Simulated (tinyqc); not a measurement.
Range and order of the fit: effective mass of the light-hole band from tabulated energies.

c = hbar^2/2m0.
Constants: hbar^2/2m0 = 3.80998211 eV angstrom^2.

Energies along [110], from the band edge downward:
```
k (1/angstrom)   E (meV)
0.000000         0.00000
0.000960         0.23580
0.001920         0.94020
0.002880         2.10380
0.003840         3.71170
0.004800         5.74420
0.005760         8.17800
0.006720        10.98690
0.007680        14.14340
```

reference mass (curvature of the model at k = 0.0001 1/angstrom) = 0.014871 m0

Least-squares fits of E = a k^2 (+ b k^4 + d k^6) over points 1 to n, and the line y = c k^2/E against E; errors of m against the reference.

Results:
```
n  E at point n (meV)  one term (%)  two terms (%)  three terms (%)  line (%)  rms residual, one term (meV)
3                 2.1          0.91           0.01             0.03      0.02                         0.003
4                 3.7          1.54           0.03             0.01      0.01                         0.009
5                 5.7          2.32           0.06             0.01      0.01                         0.020
6                 8.2          3.23           0.11             0.00      0.01                         0.039
7                11.0          4.29           0.20             0.01      0.00                         0.069
8                14.1          5.46           0.32             0.02      0.00                         0.110
```

The error of the parabola goes from +0.91 to +5.46 % as the range widens, and at n = 8 its residual, 0.11 meV, is only 0.8 % of the top energy: a small residual does not vouch for the mass. Over the full range (n = 8) the best form is the line (0.00 %); the line errs by +0.02 % at n = 3 and 0.00 % at n = 8. Without scatter, a narrower range or a second term is the cure: at n = 8 the errors are +5.46, +0.32 and +0.02 % for one, two and three terms. Three terms on three points interpolate exactly.

Run: tinyqc, `OMP_NUM_THREADS=1 python tinyqc.py 1850514 1850515 out.jsonl`; Intel(R) Xeon(R) Processor @ 2.30GHz, one thread, shared host; about 0.01 s of CPU time with all checks.
